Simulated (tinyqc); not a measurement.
Voltage drop against the factor on the load at the hot node.

A grid of 17 by 17 nodes with segments Rx (rows) and Ry (columns); every node draws I1 and the central node kh I1; pads with resistance Rp sit at the nodes whose row and column are multiples of the pitch, counting from 0. The drops u = Vdd - V follow from G u = i, with G the conductance matrix and i the load currents, solved directly. Here the pitch is 8.

Inputs (values chosen for the exercise): supply voltage Vdd = 1 V; resistance of a horizontal segment Rx = 0.17 ohm; resistance of a vertical segment Ry = 1.1 ohm; resistance from a pad node to the supply Rp = 0.19 ohm; load current of a node in the large grid I1 = 0.15 mA.

Voltage drop against the factor on the load at the hot node:
```
kh,pads,worst drop (mV),mean drop (mV),largest drop at a pad (mV),largest pad current (mA),worst drop over Vdd (%)
1,9,2.9343,2.4042,1.3846,7.2876,0.29343
2,9,2.9395,2.4090,1.4023,7.3803,0.29395
5,9,2.9549,2.4234,1.4551,7.6586,0.29549
10,9,2.9807,2.4474,1.5432,8.1223,0.29807
20,9,3.0396,2.4953,1.7195,9.0497,0.30396
50,9,3.2271,2.6390,2.2481,11.832,0.32271
100,9,3.5397,2.8786,3.1292,16.469,0.35397
```

The worst drop rises from 2.93 to 3.54 mV and the mean drop rises from 2.40 to 2.88 mV. The central node is itself a pad. The drops are linear in the loads, so the mean grows by 0.00479 mV for each unit of kh in every row.

tinyqc, about 0.1 s, one thread, Intel Xeon 2.30GHz (shared host): `OMP_NUM_THREADS=1 python tinyqc.py 2770211 2770212 out.jsonl`
